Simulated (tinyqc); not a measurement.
Worked calculation: Hubbard chain of 3 sites. One step of it, computed by the program tinyqc.

Problem. The many-body Hamiltonian. Basis: all placements (u, d, 2, 0 on each site), up operators ordered before down ones; hops carry the sign of the same-spin electrons passed.

one-body matrix (hopping and site energies) (eV):
```
           1          2          3
1   0.120000  -1.330000   0.000000
2  -1.330000   0.140000  -1.330000
3   0.000000  -1.330000  -0.670000
```

U = 1.100000 eV

electrons, up and down: 2  1

Give: H.

Solution.

H (eV):
```
         2u0      u20      uud      20u      udu      u02      duu      02u
2u0   1.4800  -1.3300   0.0000  -1.3300   0.0000   0.0000   0.0000   0.0000
u20  -1.3300   1.5000  -1.3300   0.0000  -1.3300   0.0000   0.0000   0.0000
uud   0.0000  -1.3300  -0.4100   0.0000   0.0000  -1.3300   0.0000   0.0000
20u  -1.3300   0.0000   0.0000   0.6700  -1.3300   0.0000  -1.3300   0.0000
udu   0.0000  -1.3300   0.0000  -1.3300  -0.4100  -1.3300   0.0000  -1.3300
u02   0.0000   0.0000  -1.3300   0.0000  -1.3300  -0.1200   0.0000   0.0000
duu   0.0000   0.0000   0.0000  -1.3300   0.0000   0.0000  -0.4100  -1.3300
02u   0.0000   0.0000   0.0000   0.0000  -1.3300   0.0000  -1.3300   0.7100
0u2   0.0000   0.0000   0.0000   0.0000   0.0000  -1.3300   0.0000  -1.3300

         0u2
2u0   0.0000
u20   0.0000
uud   0.0000
20u   0.0000
udu   0.0000
u02  -1.3300
duu   0.0000
02u  -1.3300
0u2  -0.1000
```
